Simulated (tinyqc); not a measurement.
Error from band bending against W.

In A the levels shift by pb (1 - z/W)^2 for z < W. The signal from depth z is weighted by exp(-z/le)/le, so the centroid shifts by pb [1 - 2/a + (2/a^2)(1 - exp(-a))], a = W/le, and the error of iA against its value at the interface is that less pb.

Inputs (values chosen for the exercise):
- pb = -0.54 V (band bending in A at the interface)
- le = 3.8 nm (escape depth)

Error from band bending against W:
```
W (nm)	a	centroid shift (eV)	error (meV)
2.8	0.73684	-0.11140	428.60
5	1.3158	-0.17566	364.34
8.6	2.2632	-0.25172	288.28
15	3.9474	-0.33437	205.63
26	6.8421	-0.40520	134.80
45	11.842	-0.45650	83.499
79	20.789	-0.49055	49.451
140	36.842	-0.51148	28.519
240	63.158	-0.52317	16.829
```

The size of the error falls from 429 to 16.8 meV; for large a it is 2 |pb|/a. It is below 50 meV, a typical accuracy of the method, in 3 of the 9 rows. Heavily doped substrates and deep-probing photons need the correction.

Program tinyqc, `OMP_NUM_THREADS=1 python tinyqc.py 2410086 2410087 out.jsonl`; Intel Xeon 2.30GHz, shared host, one thread, about 0.01 s.
